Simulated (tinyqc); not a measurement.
FCI on RHF in the 3-21g basis, for H3+, spin multiplicity 1, step by step. One step of it, computed by the program tinyqc.

Problem. FCI: determinants and Hamiltonian. Slater-Condon rules over spin orbitals, with the nuclear repulsion added and E(HF) subtracted on the diagonal. Only determinants linked to the reference directly or through others are kept (one block of an abelian symmetry group), so some states are absent.

one-electron integrals over orbitals h = C^T H C (hartree), lower triangle:
```
           1          2          3          4          5         6
1  -1.799657
2   0.000000  -1.212093
3  -0.100694   0.000000  -0.687393
4   0.108145   0.000000   0.016682  -0.359543
5   0.000000   0.206025   0.000000   0.000000  -0.195837
6   0.076615   0.000000   0.233147  -0.020790   0.000000  0.045992
```

Two-electron integrals over orbitals (pq|rs), unique and non-zero (hartree):
```
(11|11) 0.665329    (21|21) 0.123038    (22|11) 0.498600    (22|22) 0.475657
(31|11) 0.100694    (31|22) 0.014615    (31|31) 0.051659    (32|21) -0.071107
(32|32) 0.083751    (33|11) 0.397072    (33|22) 0.378181    (33|31) 0.011922
(33|33) 0.357123    (41|11) -0.108145   (41|22) -0.073417   (41|31) -0.022643
(41|33) -0.041811   (41|41) 0.064848    (42|21) -0.053766   (42|32) 0.024156
(42|42) 0.040370    (43|11) -0.019662   (43|22) 0.005269    (43|31) -0.014944
(43|33) -0.000992   (43|41) 0.010432    (43|43) 0.010497    (44|11) 0.514291
(44|22) 0.423126    (44|31) 0.054858    (44|33) 0.341321    (44|41) -0.052913
(44|43) -0.003965   (44|44) 0.452517    (51|21) -0.077605   (51|32) 0.023429
(51|42) 0.049237    (51|51) 0.069038    (52|11) -0.141815   (52|22) -0.110093
(52|31) -0.020593   (52|33) -0.037204   (52|41) 0.059203    (52|43) -0.001647
(52|44) -0.096107   (52|52) 0.092266    (53|21) -0.032258   (53|32) 0.046807
(53|42) 0.002080    (53|51) 0.002229    (53|53) 0.043170    (54|21) 0.096022
(54|32) -0.049736   (54|42) -0.048382   (54|51) -0.068649   (54|53) -0.019305
(54|54) 0.085890    (55|11) 0.486551    (55|22) 0.458605    (55|31) 0.018726
(55|33) 0.360336    (55|41) -0.083571   (55|43) 0.002673    (55|44) 0.417759
(55|52) -0.121790   (55|55) 0.467035    (61|11) -0.076615   (61|22) 0.027322
(61|31) -0.062133   (61|33) -0.015595   (61|41) 0.017587    (61|43) 0.026851
(61|44) -0.022785   (61|52) -0.020187   (61|55) 0.031955    (61|61) 0.114170
(62|21) 0.081278    (62|32) -0.038715   (62|42) -0.047623   (62|51) -0.062921
(62|53) 0.000083    (62|54) 0.071781    (62|62) 0.075433    (63|11) -0.147640
(63|22) -0.072477   (63|31) -0.045551   (63|33) -0.038110   (63|41) 0.044600
(63|43) 0.012106    (63|44) -0.090638   (63|52) 0.051519    (63|55) -0.068007
(63|61) 0.046379    (63|63) 0.067416    (64|11) 0.019188    (64|22) -0.043976
(64|31) 0.036967    (64|33) -0.004380   (64|41) 0.006802    (64|43) -0.018139
(64|44) 0.000891    (64|52) 0.034698    (64|55) -0.053360   (64|61) -0.078000
(64|63) -0.020124   (64|64) 0.064538    (65|21) -0.108162   (65|32) 0.073814
(65|42) 0.059864    (65|51) 0.074809    (65|53) 0.029396    (65|54) -0.095299
(65|62) -0.084853   (65|65) 0.123177    (66|11) 0.649830    (66|22) 0.501309
(66|31) 0.091820    (66|33) 0.405948    (66|41) -0.135222   (66|43) -0.023055
(66|44) 0.501518    (66|52) -0.150952   (66|55) 0.500345    (66|61) -0.079641
(66|63) -0.153726   (66|64) 0.014679    (66|66) 0.686697
```

nuclear repulsion = 1.71810783 hartree

Hartree-Fock energy = -1.21587678 hartree

Give: determinants; H - E(HF) between determinants.

Solution.

Occupation strings over the orbitals (2 doubly, a alpha, b beta, 0 empty; spin orbitals ordered 1a 1b 2a 2b ...): 200000 a0b000 a00b00 a0000b b0a000 b00a00 b0000a 020000 0a00b0 002000 00ab00 00a00b 00ba00 000200 000a0b 0b00a0 000020 00b00a 000b0a 000002

H - E(HF) between determinants (hartree), lower triangle:
```
         200000   a0b000   a00b00   a0000b   b0a000   b00a00   b0000a   020000
200000   0.0000
a0b000   0.0000   0.8440
a00b00   0.0000  -0.0030   1.2891
a0000b   0.0000   0.0855  -0.0016   1.8301
b0a000   0.0000  -0.0517   0.0226   0.0621   0.8440
b00a00   0.0000   0.0226  -0.0648  -0.0176  -0.0030   1.2891
b0000a   0.0000   0.0621  -0.0176  -0.1142   0.0855  -0.0016   1.8301
020000   0.1230  -0.0711  -0.0538   0.0813   0.0711   0.0538  -0.0813   0.9855
0a00b0  -0.0776  -0.0323   0.0960  -0.1082  -0.0234  -0.0492   0.0629   0.0959
002000   0.0517  -0.0888  -0.0149  -0.0456   0.0888   0.0149   0.0456   0.0838
00ab00  -0.0226  -0.0149  -0.0458   0.0370  -0.0663  -0.0104  -0.0446   0.0242
00a00b  -0.0621  -0.0456   0.0370  -0.0089  -0.0610  -0.0269  -0.0464  -0.0387
00ba00   0.0226  -0.0663  -0.0104  -0.0446  -0.0149  -0.0458   0.0370  -0.0242
000200   0.0648   0.0104   0.0552   0.0068  -0.0104  -0.0552  -0.0068   0.0404
000a0b   0.0176   0.0446   0.0068  -0.0271  -0.0269  -0.0538   0.0780  -0.0476
0b00a0   0.0776  -0.0234  -0.0492   0.0629  -0.0323   0.0960  -0.1082  -0.0959
000020   0.0690   0.0022  -0.0686   0.0748  -0.0022   0.0686  -0.0748   0.0923
00b00a   0.0621  -0.0610  -0.0269  -0.0464  -0.0456   0.0370  -0.0089   0.0387
000b0a  -0.0176  -0.0269  -0.0538   0.0780   0.0446   0.0068  -0.0271   0.0476
000002   0.1142   0.0464  -0.0780  -0.0030  -0.0464   0.0780   0.0030   0.0754

         0a00b0   002000   00ab00   00a00b   00ba00   000200   000a0b   0b00a0
0a00b0   1.9847
002000   0.0468   1.9163
00ab00  -0.0497   0.0157   2.2284
00a00b   0.0738   0.1950  -0.0252   2.6985
00ba00  -0.0021  -0.0157  -0.0105  -0.0121   2.2284
000200  -0.0484   0.0105   0.0127  -0.0181  -0.0127   2.6674
000a0b   0.0599   0.0121  -0.0181  -0.0064  -0.1425  -0.0199   3.1220
0b00a0  -0.0923  -0.0468  -0.0021  -0.0001  -0.0497   0.0484  -0.0718   1.9847
000020   0.0842   0.0432  -0.0193   0.0294   0.0193   0.0859  -0.0953  -0.0842
00b00a  -0.0001  -0.1950  -0.0121  -0.0674  -0.0252   0.0181   0.0201   0.0738
000b0a  -0.0718  -0.0121  -0.1425   0.0201  -0.0181   0.0199  -0.0645   0.0599
000002  -0.0849   0.0674  -0.0201   0.0794   0.0201   0.0645  -0.0061   0.0849

         000020   00b00a  000b0a  000002
000020   3.0093
00b00a  -0.0294   2.6985
000b0a   0.0953  -0.0064  3.1220
000002   0.1232  -0.0794  0.0061  3.7127
```
